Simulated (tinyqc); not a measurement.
Configuration-coordinate model of a defect: Huang-Rhys factor and luminescence line shape: one step, computed by the program tinyqc. Command: `OMP_NUM_THREADS=1 python tinyqc.py 3016856 3016857 out.jsonl ccline walk`. One thread of a shared host (Intel(R) Xeon(R) Processor @ 2.30GHz), about 0.01 s of CPU time with the checks.

Ground state E_g(Q) = (1/2) omega_g^2 Q^2; excited state E_e(Q) = E_0 + (1/2) omega_e^2 (Q - dQ)^2 with E_0 = E_ZPL - (hbar omega_e - hbar omega_g)/2. Q is mass-weighted; the dipole does not depend on Q (Condon approximation).

Task: Crossing, radiative lifetime and thermal quenching. The curves cross at the root Q_c nearest dQ; the barrier is (1/2) omega_e^2 (Q_c - dQ)^2, with (1/2) omega^2 = (hbar omega)^2/(2 hbar^2/u). k_r = n_r omega^3 mu^2/(3 pi eps_0 hbar c^3) at the vertical emission energy, without local-field correction; k_nr = nu_0 exp(-barrier/k_B T) (Mott-Seitz); yield = k_r/(k_r + k_nr); T_1/2 = barrier/(k_B ln(nu_0/k_r)).

Inputs (values chosen for the exercise, for a model defect in a wide-gap host):
```
quantity                           value              unit
zero-phonon energy E_ZPL            1.65                eV
displacement dQ                     1.48  u^(1/2) angstrom
ground-state phonon hbar omega_g    25.4               meV
excited-state phonon hbar omega_e   21.1               meV
temperature T                        400                 K
refractive index n_r                2.16                 -
transition dipole mu                 2.2        e angstrom
quenching prefactor nu_0           1e+12               1/s
```

Modes: different frequencies.

vertical emission energy = 1.483118 eV

Constants: hbar^2/u = 4.18015928e-03 eV angstrom^2; hbar = 6.582119569e-16 eV s; e = 1.602176634e-19 C; eps_0 = 8.8541878128e-12 F/m; hbar = 1.054571817e-34 J s; c = 299792458 m/s; k_B = 8.617333262e-05 eV/K.

Give: Q_c; classical barrier; radiative lifetime; luminescence yield; quenching temperature T_1/2.

Result:

Q_c = 5.9142 u^(1/2) angstrom

classical barrier = 1.0471 eV

radiative lifetime = 7.7234 ns

luminescence yield = 1.00000

quenching temperature T_1/2 = 1357.3 K

The barrier is so high that this route does not halve the yield below 1000 K.
